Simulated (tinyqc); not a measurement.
Inside a calculation. Method: lattice vibrations of a chain. One step of it, computed by the program tinyqc.

Question. Dynamical matrix at q = 0.37. q is in units of 2 pi/a. A spring k from atom i to atom j, n cells on, adds k to Phi_ii and Phi_jj, -k exp(2 pi i q n) to Phi_ij and the conjugate to Phi_ji (for one atom a cell: 2k (1 - cos 2 pi q n)); D_ij = Phi_ij / sqrt(m_i m_j).

A chain moving along its axis:
```
atom    mass (u)  spring to the next atom (eV/angstrom^2)
1     110.900000                                19.400000
2      51.900000                                20.900000
```

Give: D(q).

Answer.

D(q) (eV/(angstrom^2 u)):
```
                 1                2
1           0.3634  -0.0671+0.2008i
2  -0.0671-0.2008i           0.7765
```
